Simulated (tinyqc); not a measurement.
## Trap depth and cross-section from two peaks

Inverse problem. A DLTS peak lies where ew = sn g T^2 exp(-Et/kB T), g = vth Nc/(300 K)^2. Find Et and sn.

Inputs (values chosen for the exercise): conduction-band density of states at 300 K Nc = 2.75e19 cm^-3; thermal velocity at 300 K vth = 2.3e7 cm/s.

Constants: q = 1.602176634e-19 C, kB = 1.380649e-23 J/K. Results are converted to the units shown.

peak temperatures for ew = 20 and 500 1/s (K): 115.18314  131.23749

Answer. The slope of ln(ew/T^2) against q/kB T is -Et, and the intercept is ln(sn g).

Et = 0.240 eV
sn = 6.80e-15 cm^2

Numbers from tinyqc (`OMP_NUM_THREADS=1 python tinyqc.py 2050125 2050126 out.jsonl`; about 0.01 s on one thread of a shared Intel Xeon 2.30GHz).
